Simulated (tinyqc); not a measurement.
Shrinking the mesa: defect, radiative and Auger recombination at equal electron and hole densities (ABC model).

J/(e d) = Ae n + B n^2 + C n^3 with Ae = A + 4 S/w (four side walls, carriers spread evenly), e = 1.602176634e-19 C, lengths in cm; internal efficiency IQE = B n^2/(Ae n + B n^2 + C n^3); all injected carriers recombine in the layer.

Inputs chosen for the exercise (orders of magnitude like those quoted for Si; shifted at random, so the results belong to these values and not to a real crystal): A = 10000 1/s (defect rate); B = 5.7e-15 cm^3/s (radiative coefficient); C = 1.7e-30 cm^6/s (Auger coefficient); d = 120000 nm (active thickness); S2 = 2 cm/s (recombination velocity of the side walls in this comparison); J = 0.33 A/cm^2 (current density).

S = S2; w takes the values listed.

Results:
```
w (micrometre)  Ae (1/s)  IQE_max  J at the peak (A/cm^2)  IQE at J
200             1.04e+04   0.0210                    3.19   0.00822
100             1.08e+04   0.0206                    3.38   0.00769
50              1.16e+04   0.0199                    3.76   0.00676
20              1.40e+04   0.0181                    4.98   0.00478
10              1.80e+04   0.0160                    7.24   0.00295
5               2.60e+04   0.0134                    12.5   0.00144
2               5.00e+04  0.00968                    33.3  0.000391
1               9.00e+04  0.00723                    80.2  0.000121
```

What can be read from this table?

The walls equal the bulk defect rate at w = 4 S/A = 8 micrometre. From 200 to 1 micrometre the peak efficiency falls from 0.021 to 0.00723 and moves to a current 25.1 times higher; at the fixed J the efficiency goes from 0.00822 to 0.000121. For large w diffusion to the walls, left out here, would limit the loss. Rows with w below the thickness of the layer describe needles rather than mesas and are formal.

Computed by tinyqc, a small Python program: `OMP_NUM_THREADS=1 python tinyqc.py 1651733 1651734 out.jsonl` (the numbers bound the seed that draws the inputs); one thread of a shared host (Intel(R) Xeon(R) Processor @ 2.30GHz), about 0.01 s for the whole set of steps.
